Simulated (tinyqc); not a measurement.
Off-state leakage of single and stacked transistors: two steps of the calculation.

n-channel devices of unit width. Subthreshold current I(Vg, Vs, Vd) = I0 (T/300 K)^0.5 exp[(Vg - Vs - VT(T) - gb (Vs - Vb) + dd (Vd - Vs))/(nf Vt)] (1 - exp(-(Vd - Vs)/Vt)), VT(T) = VT - cT (T - 300 K). Gate-edge tunnelling Ig (Vd/1 V) exp(ag (Vd - 1 V)), for a gate at 0 V, and band-to-band leakage Ab u exp(-Bb/u), u = Vd - Vb + 1 V, flow at a drain held at V; both are taken as independent of T. In a stack of off transistors (all gates at 0 V) the same subthreshold current passes through each.

Values chosen for this exercise; values of the order met in bulk silicon logic transistors:
- T = 300 K (temperature)
- V = 1 V (supply voltage)
- VT = 0.25 V (threshold at 300 K, zero drain and body bias)
- cT = 0.8 mV/K (fall of the threshold with temperature)
- I0 = 0.81 uA/um (current at threshold at 300 K)
- nf = 1.38 (slope factor)
- dd = 0.11 (drain-induced lowering per volt)
- gb = 0.13 (rise of the threshold per volt of source-body bias)
- Ig = 2e-5 uA/um (gate-edge tunnelling current at 1 V)
- ag = 3.3 1/V (exponential slope of the gate current)
- Ab = 200 uA/(um V) (prefactor of band-to-band leakage at the drain)
- Bb = 22 V (its exponential voltage)
- Vb = -0.6 V (body voltage)

Constants: q = 1.602176634e-19 C, kB = 1.380649e-23 J/K, Vt = kB T/q. Results are converted to the units shown.

Problem 1. Leakage of one transistor. Vg = Vs = 0, Vd = V; effective threshold VT(T) - gb Vb - dd V.

Find: effective threshold; parts; total; shares.

Solution 1.

effective threshold = 0.21800 V
parts (nA/um): subthreshold 1.7976, gate edge 0.020000, band-to-band 109.95
total = 111.77 nA/um
shares (%): subthreshold 1.6083, gate edge 0.017894, band-to-band 98.374

The band-to-band part is the largest.

Problem 2. New Vx. Stack of two, Vx the node between them: I_low = I(0, 0, Vx), I_up = I(0, Vx, V), f = ln(I_up/I_low), f' = -(1 + gb + 2 dd)/(nf Vt) - 1/(Vt (exp(Vx/Vt) - 1)) - 1/(Vt (exp((V - Vx)/Vt) - 1)), Vx(new) = Vx - f/f'.

Vx at the start = 0.081 V

Wanted: I_low; I_up; f; f'; Vx after iteration 1.

Solution 2.

I_low = 0.10110 nA/um
I_up = 0.10765 nA/um
f = 0.062775
f' = -39.603 1/V
Vx after iteration 1 = 0.082585 V

tinyqc, about 0.03 s, one thread, Intel Xeon 2.30GHz (shared host): `OMP_NUM_THREADS=1 python tinyqc.py 2242122 2242123 out.jsonl`
